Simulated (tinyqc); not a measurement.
UHF in the sto-3g basis, for H3, spin multiplicity 2, step by step. One step of it, computed by the program tinyqc.

Problem. Iteration 1: building the Fock matrix. J_ij = sum D_kl (ij|kl) with D = D(alpha) + D(beta), K_ij = sum D_kl (ik|jl) for each spin; F = H + J - K(s); E = tr D H + tr D J / 2 - 0.5 sum_s tr D(s) K(s) + E_nn.

D(alpha) at the start, lower triangle:
```
          1H 1s      2H 1s     3H 1s
1H 1s  0.438270
2H 1s  0.225050   0.635264
3H 1s  0.202910  -0.473038  0.735072
```

D(beta) at the start, lower triangle:
```
          1H 1s     2H 1s     3H 1s
1H 1s  0.437850
2H 1s  0.239591  0.131104
3H 1s  0.186325  0.101957  0.079290
```

core Hamiltonian H = T + V (hartree), lower triangle:
```
           1H 1s      2H 1s      3H 1s
1H 1s  -1.322190
2H 1s  -0.677505  -1.190250
3H 1s  -0.582902  -0.241310  -1.154085
```

Two-electron integrals (ij|kl) in chemists' order, unique and non-zero (hartree):
```
(11|11) 0.774606   (21|11) 0.238644   (21|21) 0.099895   (22|11) 0.426825
(22|21) 0.238644   (22|22) 0.774606   (31|11) 0.199700   (31|21) 0.065004
(31|22) 0.123448   (31|31) 0.072799   (32|11) 0.067840   (32|21) 0.028131
(32|22) 0.066924   (32|31) 0.024498   (32|32) 0.010170   (33|11) 0.397015
(33|21) 0.137114   (33|22) 0.276615   (33|31) 0.199700   (33|32) 0.066924
(33|33) 0.774606
```

nuclear repulsion = 1.14495057 hartree

Give: Coulomb J; exchange K(alpha); exchange K(beta); F(alpha); F(beta); total energy of this density.

Solution.

Coulomb J (hartree), lower triangle:
```
        1H 1s   2H 1s   3H 1s
1H 1s  1.6559
2H 1s  0.6262  1.4610
3H 1s  0.5311  0.2029  1.4238
```

exchange K(alpha) (hartree), lower triangle:
```
        1H 1s   2H 1s   3H 1s
1H 1s  0.5834
2H 1s  0.3480  0.5989
3H 1s  0.3010  0.0514  0.6365
```

exchange K(beta) (hartree), lower triangle:
```
        1H 1s   2H 1s   3H 1s
1H 1s  0.5601
2H 1s  0.3041  0.2846
3H 1s  0.2428  0.1382  0.1944
```

F(alpha) (hartree), lower triangle:
```
         1H 1s    2H 1s    3H 1s
1H 1s  -0.2497
2H 1s  -0.3993  -0.3281
3H 1s  -0.3528  -0.0899  -0.3668
```

F(beta) (hartree), lower triangle:
```
         1H 1s    2H 1s   3H 1s
1H 1s  -0.2263
2H 1s  -0.3554  -0.0138
3H 1s  -0.2946  -0.1766  0.0753
```

total energy of this density = -1.430557 hartree
